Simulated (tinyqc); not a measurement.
Convergence with the mesh: density of states of one tight-binding band on the triangular lattice.

E(k) = -2 t (cos 2 pi k1 + cos 2 pi k2 + cos 2 pi (k1 + k2)); k in fractions of the reciprocal vectors, mesh k_i = j/N with j = 0 .. N-1. Densities are per cell and per spin, so the band holds one state.

Each cell of the mesh is cut along (i+1, j)-(i, j+1) into two triangles. For corner energies e1 <= e2 <= e3 and eij = ei - ej, the share of the triangle below E is n = (E - e1)^2/(e21 e31) for e1 < E < e2 and n = 1 - (e3 - E)^2/(e31 e32) for e2 < E < e3; its density of states is g = dn/dE.

Gaussian broadening: g(E) = mean over the mesh of exp(-(E - E_k)^2/(2 sigma^2))/(sigma sqrt(2 pi)), n(E) = mean of erfc((E_k - E)/(sigma sqrt 2))/2.

Values chosen for the exercise:
- t = 2.21 eV (nearest hopping)
- E = -6.93 eV (energy at which the density is wanted)
- sigma = 0.663 eV (Gaussian width)

At the energy E; the plain count is the share of mesh points below E; the reference is the linear method with N = 240.

Results:

| N | points | g linear | n linear | g Gaussian | n Gaussian | n plain count |
|---|---|---|---|---|---|---|
| 4 | 16 | 0.0304 | 0.0961 | 0.0002 | 0.0625 | 0.0625 |
| 6 | 36 | 0.0288 | 0.1348 | 0.0016 | 0.1941 | 0.1944 |
| 8 | 64 | 0.0286 | 0.1401 | 0.0334 | 0.1237 | 0.1094 |
| 12 | 144 | 0.0281 | 0.1464 | 0.0207 | 0.1393 | 0.1319 |
| 16 | 256 | 0.0279 | 0.1485 | 0.0208 | 0.1478 | 0.1445 |
| 24 | 576 | 0.0278 | 0.1500 | 0.0256 | 0.1512 | 0.1476 |
| 48 | 2304 | 0.0277 | 0.1508 | 0.0278 | 0.1514 | 0.1515 |

reference n and g: 0.1511  0.0277

What does the comparison show?

The linear n(E) stays within 0.002 of the reference from N = 24 on. The Gaussian g still moves by more than 1 % between the last two meshes. At the last mesh it lies 0.000 1/eV from the reference g and the linear g 0.000. The plain count errs by +0.0004 at the last mesh.

tinyqc: `OMP_NUM_THREADS=1 python tinyqc.py 1681363 1681364 out.jsonl`; about 0.09 s, one thread, shared Intel(R) Xeon(R) Processor @ 2.30GHz.
